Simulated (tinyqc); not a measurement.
MOS inversion layer, Poisson-Schroedinger loop: effect of the temperature.

Electrons confined at an insulator interface at z = 0, treated as a hard wall; parabolic valleys, Hartree approximation, no image or exchange terms. The depletion charge lies far deeper than the electrons and gives a uniform field q Nd/(eps0 eps_r); the gate balances all charge. Energies are counted from the band edge at the interface.

Schroedinger equation -(C/mz) psi'' + (V0 + U) psi = E psi, C = hbar^2/(2 m0), psi(0) = 0, on a uniform mesh of 800 nodes with a far wall at 44 nm, 8 levels a set; V0 = q Nd z/(eps0 eps_r); dU/dz = q (Ns - integral of n from 0 to z)/(eps0 eps_r), U(0) = 0; N_k = g md m0 q Vt/(pi hbar^2) ln(1 + exp((EF - E_k)/Vt)), g the number of valleys of the set, sum N_k = Ns. Triangular well: E_k = a_k (C F^2/mz)^(1/3), a_1 = 2.338107, a_2 = 4.087949, C = hbar^2/(2 m0), F in eV/nm. Fang-Howard (all electrons in the lowest level of set A): b^3 = 6 (mz1/C) q (Nd + 11 Ns/32)/(eps0 eps_r), centroid 3/b, level C b^2/(4 mz1) + (3/b) q (Nd + 11 Ns/16)/(eps0 eps_r). The centroid adds 3.9 z_av/eps_r to an oxide-equivalent thickness. Shares under 0.0001 % are printed as 0.

Parameters, values chosen for the exercise; masses and permittivity close to those of In0.53Ga0.47As:
- eps_r = 14.2 (relative permittivity)
- mz1 = 0.0409 m0 (mass along z of valley set A (1 valley(s)))
- md1 = 0.0413 m0 (in-plane density-of-states mass of set A)
- Ns = 4.3e11 cm^-2 (sheet density of electrons)
- Nd = 1.4e12 cm^-2 (sheet density of depletion charge)

Constants: q = 1.602176634e-19 C, kB = 1.380649e-23 J/K, hbar = 1.054571817e-34 J s, m0 = 9.1093837015e-31 kg, Vt = kB T/q, eps0 = 8.8541878128e-14 F/cm where lengths are in cm, hbar^2/(2 m0) = 0.0380998212 eV nm^2. Results are converted to the units shown.

The same in every row: Fang-Howard centroid (nm) = 5.97.

Result of one run:
```
T (K)	A1 (meV)	A2 (meV)	EF (meV)	share of A1 (%)	share of A2 (%)	centroid z_av (nm)	added oxide equivalent (nm)
77	179	300	204	100	0	5.62	1.54
```

What becomes of these results when the temperature T is changed from 77 to 50 K, all else the same?

Result of the changed run:
```
T (K)	A1 (meV)	A2 (meV)	EF (meV)	share of A1 (%)	share of A2 (%)	centroid z_av (nm)	added oxide equivalent (nm)
50	179	300	204	100	0	5.62	1.54
```

The whole series:
```
T (K)	A1 (meV)	A2 (meV)	EF (meV)	share of A1 (%)	share of A2 (%)	centroid z_av (nm)	added oxide equivalent (nm)
20	179	300	204	100	0	5.62	1.54
50	179	300	204	100	0	5.62	1.54
77	179	300	204	100	0	5.62	1.54
120	179	300	203	100	0.00363	5.62	1.54
200	179	300	199	99.8	0.204	5.63	1.55
300	179	300	191	98.4	1.53	5.69	1.56
400	179	300	179	95.7	4.06	5.82	1.60
500	179	301	164	92.0	7.11	6.00	1.65
```

As T goes from 20 to 500, A1 stays near 179 meV, the share of A1 falls from 100 to 92.0 % and the centroid rises from 5.62 to 6.00 nm. EF lies more than 2 meV above A1 for T = 20, 50, 77, 120, 200, 300. The Fang-Howard centroid is 6.2 % above the full one in the first row, where A1 holds 100 %, and 0.52 % below it in the last, where A1 holds 92.0 %.

tinyqc, about 0.3 s, one thread, Intel Xeon 2.30GHz (shared host): `OMP_NUM_THREADS=1 python tinyqc.py 2160005 2160006 out.jsonl`
